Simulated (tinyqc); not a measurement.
Gas flow in a process chamber: flow regimes, conductance, effective pumping speed, pump-down, outgassing and purge: one step, computed by the program tinyqc. Command: `OMP_NUM_THREADS=1 python tinyqc.py 3121179 3121180 out.jsonl pump walk`. One thread of a shared host (Intel(R) Xeon(R) Processor @ 2.30GHz), about 0.08 s of CPU time with the checks.

Ideal gas, isothermal flow, a pump of constant speed at the end of a round pipe; process gas, volume gas and outgassing are given the same properties. 1 sccm = 101325 Pa x 1e-6 m^3/60 s x T/273.15 K.

Task: Molecular flow. Mean speed c = sqrt(8 k_B T/(pi m)); aperture conductance C_a = c pi d^2/16; molecular pipe C_m = C_a/(1 + 3 l/(4 d)) (Dushman form); viscous pipe C_v = pi d^4 p_mean/(128 eta l); Knudsen interpolation C = C_v + C_m (1 + x)/(1 + 1.24 x), x = d p_mean sqrt(m/(k_B T))/eta. Effective speed 1/S_eff = 1/S + 1/C_m; time constant V/S_eff; pressure at which the free path k_B T/(sqrt2 pi d_m^2 p) equals d.

Inputs (values chosen for the exercise, modelled on water vapour near room temperature): molar mass M = 18.02 g/mol; molecular diameter = 0.46 nm; temperature T = 300 K; chamber volume V = 14 L; pipe diameter d = 25 cm; pipe length l = 370 cm; pump speed S = 1100 L/s.

Constants: k_B = 1.380649e-23 J/K; u = 1.6605390666e-27 kg.

Give: mean speed c; C_a; C_m; S_eff in molecular flow; time constant; pressure where the free path equals d.

Result:

mean speed c = 593.7 m/s

C_a = 7286 L/s

C_m = 602.1 L/s

S_eff in molecular flow = 389.1 L/s

time constant = 0.03598 s

pressure where the free path equals d = 0.01762 Pa

The pipe passes on 35 % of the pump speed.
